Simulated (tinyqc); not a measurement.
One electron in a tunnel-coupled double dot: charge qubit, sensing and quantum capacitance: one step of the calculation.

Basis (left, right), H = [[ep/2, tc], [tc, -ep/2]], splitting Om = sqrt(ep^2 + 4 tc^2), ep = al times the gate voltage. In equilibrium the electron is on the right with the chance P_R = [1 + (ep/Om) tanh(Om/2 kB T)]/2.

Question. Dephasing by charge noise. Noise in ep shifts Om by (ep/Om) d + (2 tc^2/Om^3) d^2. For Gaussian d of deviation se the spread of Om is sqrt[(ep se/Om)^2 + 2 (2 tc^2 se^2/Om^3)^2], and T2* is estimated as sqrt(2) hbar/spread; Om T2*/h counts the oscillations within T2*.

Inputs (values chosen for the exercise): tunnel coupling tc = 3.2 ueV; deviation of quasi-static detuning noise se = 0.71 ueV; detuning ep = 2.4 ueV.

Constants: q = 1.602176634e-19 C, hbar = 1.054571817e-34 J s, h = 6.62607015e-34 J s. Results are converted to the units shown.

Give: first-order spread; second-order spread; T2*; oscillations within T2*.

Answer.

first-order spread = 0.24930 ueV
second-order spread = 0.045720 ueV
T2* = 3.6726 ns
oscillations within T2* = 6.0699

At ep = 0 the first-order term vanishes and T2* would be 16.7 ns.

Program tinyqc, `OMP_NUM_THREADS=1 python tinyqc.py 2470126 2470127 out.jsonl`; Intel Xeon 2.30GHz, shared host, one thread, about 0.01 s.
